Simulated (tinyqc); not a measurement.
Changing the starting thickness h0: spin coating of a resist or spin-on film: centrifugal thinning, evaporation and the final thickness (Emslie and Meyerhofer models). Computed by tinyqc, a small Python program. Command: `OMP_NUM_THREADS=1 python tinyqc.py 3111657 3111658 out.jsonl spincoat sweep`. One thread of a shared host (Intel(R) Xeon(R) Processor @ 2.30GHz), about 0.3 s of CPU time with the checks.

A Newtonian film stays uniform over the wafer; solvent and solids have the same density and the concentration is uniform through the thickness.

Inputs (values chosen for the exercise, of the order of those of a polymer resist in an ester solvent):
```
quantity,value,unit
solids volume fraction c0,0.1,-
kinematic viscosity of the solvent nu_s,1.4,mm^2/s
viscosity constant k,400,mm^2/s
viscosity exponent gamma,3,-
spin speed f,800,rpm
evaporation rate at 1000 rpm e0,0.43,micrometre/s
time t,3.4,s
wafer radius R,50,mm
shrinkage in the bake,3.1,%
```

Method:
- omega = 2 pi f/60; nu(c) = nu_s + k c^gamma; evaporation rate e = e0 sqrt(f/1000 rpm).
- Flow constant K = 2 omega^2/(3 nu(c0)); Reynolds number of the air omega R^2/nu_air with nu_air = 15 mm^2/s.
- dh/dt = -K h^3 gives h = h0/sqrt(1 + 2 K h0^2 t); for long times h = 1/sqrt(2 K t).
- Full model for solids s and liquid l per area, h = s + l, c = s/h: ds/dt = -c Q, dl/dt = -(1 - c) Q - e, Q = 2 omega^2 h^3/(3 nu(c)); integrated adaptively (relative tolerance 1e-9) until l = 0.
- Dry film = s at l = 0, before the bake; film after the bake = s x (1 - shrinkage).

One run for each value:
```
starting thickness h0 (micrometre),dry film (nm),h(t) without evaporation (micrometre),time to dry (s)
20,581.70,7.0402,15.573
75,586.46,7.4840,16.036
140,586.54,7.5107,16.060
280,586.55,7.5189,16.068
540,586.55,7.5208,16.070
1000,586.55,7.5214,16.070
2000,586.55,7.5215,16.070
```

Give the missing row, starting thickness h0 (micrometre) = 39.

Computed row:
```
starting thickness h0 (micrometre)  dry film (nm)  h(t) without evaporation (micrometre)  time to dry (s)
39                                         585.89                                 7.3855           15.941
```

Interpolating between the two neighbouring rows (the first column on a logarithmic scale, the others too where they are positive) misses most in h(t) without evaporation (micrometre), by 1.7 %. Over the rows, dry film (nm) rises from 581.7 to 586.6; h(t) without evaporation (micrometre) rises from 7.04 to 7.52; time to dry (s) rises from 15.6 to 16.1. The exponent of dry film stays between 0.00 and 0.01, near 0: the excess is flung off.

Extremes, crossings and ranges named in words are read from the listed rows.
